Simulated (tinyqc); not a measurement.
Front-illuminated p-i-n photodiode, quantum efficiency and bandwidth: one step of the calculation.

Light enters through a p layer (0 to xp), a depleted layer (xp to xp + wi) and a thick n substrate, decaying as exp(-al x); one pass, no back reflection. Carriers made in the depleted layer are all collected; those in the neutral layers diffuse.

Problem. Response at one frequency. Drift response for pairs made in the depleted layer, a = al wi, g = 1 - exp(-a), u = 2 pi i f, te = wi/ve, th = wi/vh: electrons He = [g - a (exp(-a) - exp(-u te))/(u te - a)]/(u te g), holes Hh = [g - a (1 - exp(-a - u th))/(a + u th)]/(u th g); C = eps0 eps_r pi (dia/2)^2/wi + Cp; total |He + Hh|/sqrt(1 + (2 pi f RL C)^2), for the current of the depleted layer alone.

Parameters, values chosen for the exercise; values close to those of gallium arsenide at this wavelength:
```
symbol,value,unit,meaning
al,10000,1/cm,absorption coefficient
eps_r,13.3,,relative permittivity
wi,1.3,um,thickness of the depleted layer
ve,8.11e6,cm/s,electron drift velocity
vh,5.75e6,cm/s,hole drift velocity
dia,200,um,diameter
RL,50,ohm,load resistance
Cp,10,fF,parasitic capacitance
f,20,GHz,modulation frequency
```

Constants: eps0 = 8.8541878128e-14 F/cm where lengths are in cm. Results are converted to the units shown.

Wanted: te; th; He; Hh; |He + Hh|; C; total response.

Solution.

te = 16.03 ps
th = 22.61 ps
He = 0.3994-0.3564i
Hh = 0.2240-0.2316i
|He + Hh| = 0.8570
C = 2856 fF
total response = 0.04768

The drift response alone falls to 1/sqrt(2) at 30.0 GHz and the RC term alone at 1.11 GHz; together they give 1.11 GHz.

Numbers from tinyqc (`OMP_NUM_THREADS=1 python tinyqc.py 2250027 2250028 out.jsonl`; about 0.01 s on one thread of a shared Intel Xeon 2.30GHz).
